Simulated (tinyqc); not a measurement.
Vacuum evaporation: vapour pressure, source flux, thickness distribution, purity and step coverage: one step, computed by the program tinyqc. Command: `OMP_NUM_THREADS=1 python tinyqc.py 3112404 3112405 out.jsonl evap walk`. One thread of a shared host (Intel(R) Xeon(R) Processor @ 2.30GHz), about 0.01 s of CPU time with the checks.

Molecular flow, unit sticking of the metal, no re-evaporation. The background gas is taken as water vapour (18.015 g/mol, collision diameter 0.37 nm) at 300 K.

Task: Vapour pressure and flux. log10(p_v/Pa) = A - B/T; flux from the surface Phi = p_v/sqrt(2 pi m k_B T), m = M u. Mass loss = Phi x area x m; heat of evaporation = ln(10) R B; d ln Phi/dT = ln(10) B/T^2 - 1/(2 T).

Inputs (values chosen for the exercise, modelled on copper, with constants for the liquid): molar mass M = 63.55 g/mol; vapour-pressure constant A = 10.85; vapour-pressure constant B = 16450 K; source temperature T = 1570 K; source area = 1 cm^2.

Constants: u = 1.6605390666e-27 kg; k_B = 1.380649e-23 J/K; R = 8.314462618 J/(mol K).

Give: vapour pressure p_v; flux Phi; mass loss; heat of evaporation; change of flux per kelvin.

Result:

vapour pressure p_v = 2.357 Pa

flux Phi = 1.966e+18 1/(cm^2 s)

mass loss = 0.7468 g/h

heat of evaporation = 314.9 kJ/mol

change of flux per kelvin = 1.505 %/K

Holding the rate to 1 % needs the temperature to about 0.66 K.
